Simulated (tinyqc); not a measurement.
Abrupt p-n junction, non-linear Poisson equation by Newton steps: two steps of the calculation.

One dimension, p side on the left, n side on the right; net doping C = -Na for x < 0 and +Nd for x > 0. The potential psi is counted from the intrinsic level, and the quasi-Fermi potentials are flat: 0 for holes and -V for electrons, so n = ni exp((psi + V)/Vt) and p = ni exp(-psi/Vt) (Boltzmann statistics, full ionisation, no current). Under reverse bias this makes the minority densities vanishingly small everywhere; they play no part in the charge.

Inputs (values chosen for the exercise); band and dielectric values close to those of 4H silicon carbide: temperature T = 300 K; relative permittivity eps_r = 9.8; bias of the p side against the n side V = -2.7 V.

Constants: q = 1.602176634e-19 C, kB = 1.380649e-23 J/K, Vt = kB T/q, eps0 = 8.8541878128e-14 F/cm where lengths are in cm. Results are converted to the units shown.

Question 1. Newton step. Solve the tridiagonal system a_(i-1) d_(i-1) + b_i d_i + a_i d_(i+1) = -F_i for nodes 1 to 8, with d = 0 on fixed nodes. Each component d is damped to sign(d) Vt ln(1 + |d|/Vt) before it is added.

coupling a_i, interval 0 to 8 (F/cm^2): [1.2307949e-8, 4.4429616e-8, 1.6128446e-7, 5.8431677e-7, 2.1163668e-6, 1.7458962e-6, 1.4271553e-6, 1.1886444e-6, 9.8603455e-7]

```
node  diagonal b (F/cm^2)  residual F (C/cm^2)
1           -5.6737565e-8        -1.5866836e-7
2           -2.0571411e-7        -4.3901243e-8
3           -7.4690569e-7        -1.2132560e-8
4           -2.7105817e-6        -3.5956217e-9
5           -3.8740904e-6         1.3047992e-7
6           -3.2167332e-6         1.5820721e-7
7           -2.8212100e-6         1.8762384e-7
8           -3.4349208e-6         1.9957562e-7
```

psi at the start, node 0 to 9 (V): [-1.4780743, 2.5889720, 3.7156303, 4.0259950, 4.1116625, 4.1353149, 4.1639861, 4.1990608, 4.2411735, 4.2919394]

Wanted: Newton step d, before damping; psi after iteration 1.

Answer 1.

Newton step d, before damping, node 1 to 8 (V): [-3.5612, -0.9765, 0.0077, 0.3001, 0.3840, 0.4135, 0.3514, 0.1797]
psi after iteration 1, node 0 to 9 (V): [-1.4781, 2.4615, 3.6211, 4.0327, 4.1772, 4.2068, 4.2372, 4.2684, 4.2948, 4.2919]

Question 2. Converged densities, field and charge. n and p as above; field E_i = -(psi_(i+1) - psi_i)/h_i on each interval; charge on either side of the peak Q = eps0 eps_r |E|max (Gauss).

```
node  x (nm)  converged psi (V)  net doping C (cm^-3)
0       -971         -1.4780743               -2.2e16
1       -266         -1.1892672               -2.2e16
2      -70.7          2.4619178               -2.2e16
3      -16.9          3.7399206               -2.2e16
4      -2.05          4.1133838               -2.2e16
5       2.05          4.2182022                1.8e18
6       7.02          4.2746754                1.8e18
7       13.1          4.2893710                1.8e18
8       20.4          4.2916646                1.8e18
9       29.2          4.2919394                1.8e18
```

ni = 3.2498798e-9 cm^-3

Give: n; p; field E; peak |E|; charge Q.

Answer 2.

```
node   n (cm^-3)   p (cm^-3)
0     2.1053e-79   2.2000e16
1     1.4964e-74   3.0951e11
2     3.2528e-13  1.4239e-50
3       9.5888e8  4.8302e-72
4      1.8016e15  2.5708e-78
5      1.0388e17  4.4585e-80
6      9.2310e17  5.0174e-81
7      1.6298e18  2.8419e-81
8      1.7810e18  2.6006e-81
9      1.8000e18  2.5731e-81
```

field E, interval 0 to 8 (kV/cm): [-4.10, -186.95, -237.55, -251.49, -255.65, -113.63, -24.17, -3.14, -0.31]
peak |E| = 255.65 kV/cm
charge Q = 221.83 nC/cm^2

tinyqc, about 0.04 s, one thread, Intel Xeon 2.30GHz (shared host): `OMP_NUM_THREADS=1 python tinyqc.py 2000013 2000014 out.jsonl`
